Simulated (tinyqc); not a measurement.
Levels against field: parabolic quantum dot in a magnetic field (Fock-Darwin).

Two dimensions, V = m w0^2 r^2/2, one valley. hbar wc = 2 muB B/m, W = sqrt(w0^2 + wc^2/4), E(n, l, s) = (2n + |l| + 1) hbar W - l hbar wc/2 + s gs muB B, n = 0, 1, ..., l = 0, +/-1, ..., s = +/-1/2; length lam = sqrt(2c/(m hbar W)), c = hbar^2/2m0.

Constants: muB = 5.788381798e-05 eV/T; hbar^2/2m0 = 3.80998211 eV angstrom^2.

Parameters, chosen for this exercise (near those of a gate-defined dot in GaAs; not measured data):
- m = 0.0671 m0 (mass)
- gs = -0.41 (g factor)
- w0 = 5.5 meV (confinement energy hbar w0)
- Bs = (0, 0.8, 1.6, 2.6, 3.8, 5.7, 8.3) T (fields)

Six orbital levels without the Zeeman term.

Levels (meV):
```
B (T)  (0,0)   (0,1)  (0,-1)   (0,2)   (1,0)   (0,3)
0      5.500  11.000  11.000  16.500  16.500  22.000
0.80   5.543  10.396  11.776  15.249  16.629  20.102
1.6    5.671   9.961  12.721  14.251  17.012  18.541
2.6    5.940   9.637  14.122  13.333  17.819  17.030
3.8    6.403   9.528  16.084  12.652  19.208  15.777
5.7    7.378   9.838  19.672  12.298  22.133  14.759
8.3    9.029  10.897  25.217  12.766  27.086  14.634
```

What does the comparison show?

(0,2) crosses (0,-1) where W = 3 wc/2, that is wc = w0/sqrt(2), B = 2.25 T, and (0,3) crosses it at W = wc, B = 3.68 T. States with n = 0 and l >= 0 draw together into the lowest Landau level: their spacing W - wc/2 shrinks from 5.50 to 1.87 meV, while (0,-1) climbs to 16.19 meV above (0,0).

(tinyqc, `OMP_NUM_THREADS=1 python tinyqc.py 1280325 1280326 out.jsonl`, Intel(R) Xeon(R) Processor @ 2.30GHz, 1 thread, shared host, about 0.07 s.)
